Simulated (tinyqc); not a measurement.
# Undoped symmetric double-gate MOSFET, analytic potential model: output curve

An undoped body of thickness ts between two equal insulators and tied gates; long channel, electrons only, n = ni exp((psi - V)/Vt) with V the quasi-Fermi potential (0 at the source, Vd at the drain), constant mobility, no quantisation. Across the body psi(x) = V - 2 Vt ln[(ts/(2 beta)) sqrt(q ni/(2 eps0 eps_r Vt)) cos(2 beta x/ts)], x from the centre. Q is the electron charge per area of the whole body.

ni = sqrt(Nc Nv) exp(-Eg/(2 Vt)), Eg in volts; r = eps_r tox/(eox ts); V0 = dphi + 2 Vt ln[(2/ts) sqrt(2 eps0 eps_r Vt/(q ni))]. beta (between 0 and pi/2) solves (Vg - V0 - V)/(2 Vt) = ln(beta) - ln(cos beta) + 2 r beta tan(beta). Q = 8 eps0 eps_r Vt beta tan(beta)/ts; I = mu (1/L)(4 eps0 eps_r/ts)(2 Vt)^2 [g(beta_s) - g(beta_d)] per width, g = beta tan(beta) - beta^2/2 + r beta^2 tan^2(beta), with beta_s at V = 0 and beta_d at V = Vd.

Parameters, values chosen for the exercise; material values close to those of silicon:
```
symbol    value        unit                                             meaning
T           300           K                                         temperature
Eg         1.14          eV                                            band gap
eps_r      11.6                      relative permittivity of the semiconductor
Nc      2.84e19       cm^-3              conduction-band density of states at T
Nv       2.6e19       cm^-3                 valence-band density of states at T
eox        21.9                     relative permittivity of the gate insulator
tox          13          nm                                 insulator thickness
ts           20          nm                                      body thickness
dphi       0.04           V  gate work function less that of the intrinsic body
mu          140  cm^2/(V s)                                    channel mobility
L           0.5          um                                         gate length
Vg          0.8           V                                        gate voltage
```

Constants: q = 1.602176634e-19 C, kB = 1.380649e-23 J/K, Vt = kB T/q, eps0 = 8.8541878128e-14 F/cm where lengths are in cm. Results are converted to the units shown.

Output curve:
```
Vd (V)	Qd (nC/cm^2)	Qd/Qs	I (uA/um)
0.06	486.9	0.7746	9.360
0.11	375.0	0.5967	15.39
0.17	251.0	0.3994	20.63
0.22	159.7	0.2541	23.49
0.28	71.46	0.1137	25.39
0.33	24.39	0.03880	26.03
0.38	5.078	0.008080	26.20
0.44	0.5439	8.654e-4	26.24
0.49	0.07933	1.262e-4	26.24
```

What does the comparison show?

The current rises from 9.36 to 26.2 uA/um, while the charge at the drain end falls from 0.77 to 1.3e-4 of that at the source. The current first comes within 1 % of its last value at Vd = 0.33 V among the rows. Over the last rows Qd falls by a factor of e for each Vt of drain voltage: the drain end is in weak inversion. In every row the surface density at the source passes 0.3 Nc, where Boltzmann statistics fail.

tinyqc, about 0.03 s, one thread, Intel Xeon 2.30GHz (shared host): `OMP_NUM_THREADS=1 python tinyqc.py 2440120 2440121 out.jsonl`
